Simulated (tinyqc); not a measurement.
CIS on RHF in the 6-311g basis, for H2, spin multiplicity 1, step by step. One step of it, computed by the program tinyqc.

Task: CIS matrix, singlets. A(ia,jb) = (e_a - e_i) d_ij d_ab + 2 (ia|jb) - (ij|ab).

orbital energies (hartree): MO1 -0.630338, MO2 0.183694, MO3 0.297823, MO4 0.700437, MO5 2.265680, MO6 2.925953

Two-electron integrals over orbitals (pq|rs), unique and non-zero (hartree):
```
(11|11) 0.692425    (21|21) 0.035121    (22|11) 0.336833    (22|22) 0.291675
(31|11) -0.141142   (31|22) -0.019181   (31|31) 0.054362    (32|21) 0.024449
(32|32) 0.045043    (33|11) 0.367896    (33|22) 0.271089    (33|31) -0.033127
(33|33) 0.282246    (41|21) -0.054543   (41|32) -0.015486   (41|41) 0.104298
(42|11) -0.129524   (42|22) -0.038072   (42|31) 0.033034    (42|33) -0.042242
(42|42) 0.046726    (43|21) 0.020584    (43|32) 0.016603    (43|41) -0.033162
(43|43) 0.018827    (44|11) 0.521421    (44|22) 0.321118    (44|31) -0.079363
(44|33) 0.316718    (44|42) -0.099421   (44|44) 0.452520    (51|11) -0.119567
(51|22) -0.006163   (51|31) 0.058666    (51|33) -0.025513   (51|42) 0.019729
(51|44) -0.053480   (51|51) 0.105184    (52|21) 0.003535    (52|32) 0.000813
(52|41) -0.004037   (52|43) -0.004697   (52|52) 0.008384    (53|11) 0.124239
(53|22) 0.026937    (53|31) -0.041754   (53|33) 0.036315    (53|42) -0.030972
(53|44) 0.074277    (53|51) -0.051306   (53|53) 0.039667    (54|21) -0.008780
(54|32) -0.022734   (54|41) -0.002418   (54|43) 0.001422    (54|52) -0.011708
(54|54) 0.034055    (55|11) 0.666543    (55|22) 0.324747    (55|31) -0.136675
(55|33) 0.359554    (55|42) -0.118368   (55|44) 0.494488    (55|51) -0.141883
(55|53) 0.129420    (55|55) 0.675153    (61|21) -0.027841   (61|32) 0.009833
(61|41) 0.072827    (61|43) -0.029608   (61|52) 0.015948    (61|54) -0.044316
(61|61) 0.111334    (62|11) -0.022179   (62|22) 0.012182    (62|31) 0.017820
(62|33) 0.002102    (62|42) -0.000826   (62|44) -0.002593   (62|51) 0.030759
(62|53) -0.011209   (62|55) -0.028442   (62|62) 0.015757    (63|21) 0.025367
(63|32) 0.003892    (63|41) -0.051371   (63|43) 0.016900    (63|52) -0.002284
(63|54) 0.013737    (63|61) -0.053760   (63|63) 0.033145    (64|11) 0.157262
(64|22) 0.017528    (64|31) -0.061566   (64|33) 0.039793    (64|42) -0.036008
(64|44) 0.088821    (64|51) -0.081536   (64|53) 0.050484    (64|55) 0.163955
(64|62) -0.028589   (64|64) 0.087839    (65|21) 0.061675    (65|32) 0.015473
(65|41) -0.121856   (65|43) 0.046329    (65|52) -0.011952   (65|54) 0.037329
(65|61) -0.139358   (65|63) 0.081145    (65|65) 0.214491    (66|11) 0.739957
(66|22) 0.344711    (66|31) -0.167394   (66|33) 0.375797    (66|42) -0.141268
(66|44) 0.554502    (66|51) -0.196909   (66|53) 0.157922    (66|55) 0.756529
(66|62) -0.044300   (66|64) 0.217343    (66|66) 0.898530
```

Give: CIS matrix A, singlet.

Result:

CIS matrix A, singlet (hartree), lower triangle:
```
         1>2      1>3      1>4     1>5     1>6
1>2   0.5474
1>3   0.0000   0.6690
1>4   0.0204   0.0000   1.0179
1>5   0.0000  -0.0069   0.0000  2.4398
1>6  -0.0335   0.0000  -0.0116  0.0000  3.0390
```
